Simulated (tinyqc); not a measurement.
Metal gate on a two-layer dielectric stack with fixed charge and a dipole: flat band against the thickness t1.

Gate, layer 2, layer 1, p-type semiconductor; x runs from the gate inwards. Charges are counted in units of +q. psi is the band bending at the surface, positive towards inversion. Classical charge, Boltzmann statistics, no interface traps.

EOT = 3.9 (t1/e1 + t2/e2), Cox = eps0/(t1/e1 + t2/e2); phi_ms = pM - (chi + Eg - Vt ln(Nv/Na)). Vfb = phi_ms + Vd - (q/eps0) [Q1 (t1/e1 + t2/e2) + Q2 t2/e2 + r1 (t1^2/(2 e1) + t1 t2/e2) + r2 t2^2/(2 e2)]: each charge counts with its electrical distance from the gate. ni = sqrt(Nc Nv) exp(-Eg/(2 Vt)), Eg in volts, pB = Vt ln(Na/ni), Vth = Vfb + 2 pB + sqrt(4 q eps0 eps_r Na pB)/Cox.

Parameters, values chosen for the exercise; band and dielectric values close to those of silicon, layer 1 close to silicon dioxide, layer 2 close to hafnium oxide:

| symbol | value | unit | meaning |
|---|---|---|---|
| T | 300 | K | temperature |
| Eg | 1.14 | eV | band gap |
| eps_r | 11.7 |  | relative permittivity |
| Nc | 2.83e19 | cm^-3 | conduction-band density of states at T |
| Nv | 2.69e19 | cm^-3 | valence-band density of states at T |
| chi | 4.11 | eV | electron affinity |
| Na | 1.7e18 | cm^-3 | acceptor density |
| pM | 5.12 | eV | work function of the gate metal |
| e1 | 4.05 |  | relative permittivity of layer 1 |
| t2 | 4 | nm | thickness of layer 2, next to the gate |
| e2 | 22.2 |  | relative permittivity of layer 2 |
| Q1 | 4.6e11 | cm^-2 | fixed charge at the semiconductor interface |
| Q2 | -2.1e11 | cm^-2 | fixed charge between the layers |
| r1 | -2.3e18 | cm^-3 | uniform charge density in layer 1 |
| r2 | 8.6e18 | cm^-3 | uniform charge density in layer 2 |
| Vd | 0 | V | flat-band shift by a dipole layer between the layers |

Constants: q = 1.602176634e-19 C, kB = 1.380649e-23 J/K, Vt = kB T/q, eps0 = 8.8541878128e-14 F/cm where lengths are in cm. Results are converted to the units shown.

Results:

| t1 (nm) | EOT (nm) | Vfb (V) | Vth (V) |
|---|---|---|---|
| 0.5 | 1.184 | -0.1281 | 1.125 |
| 1.3 | 1.955 | -0.1311 | 1.289 |
| 2.1 | 2.725 | -0.1276 | 1.460 |
| 3.6 | 4.169 | -0.1032 | 1.798 |
| 4.4 | 4.940 | -0.08080 | 1.988 |
| 5.2 | 5.710 | -0.05178 | 2.184 |
| 6 | 6.480 | -0.01619 | 2.387 |

Estimate the missing row, t1 = 2.9 nm.

Computed row:

| t1 (nm) | EOT (nm) | Vfb (V) | Vth (V) |
|---|---|---|---|
| 2.9 | 3.495 | -0.1175 | 1.637 |

With this row back in the table: Vfb goes from -0.128 through a minimum of -0.131 (at t1 = 1.3 nm among the rows listed) to -0.0162 V and Vth rises from 1.12 to 2.39 V. The slope dVfb/dEOT is -3.95 mV/nm between the first two rows and 46.2 between the last two: the charge inside the growing layer bends the line. A line through the end rows meets EOT = 0 at -0.153 V, against phi_ms + Vd = -0.0586 V; an effective work function read from it is off by -94.5 mV from pM.

Numbers from tinyqc (`OMP_NUM_THREADS=1 python tinyqc.py 2010153 2010154 out.jsonl`; about 0.01 s on one thread of a shared Intel Xeon 2.30GHz).
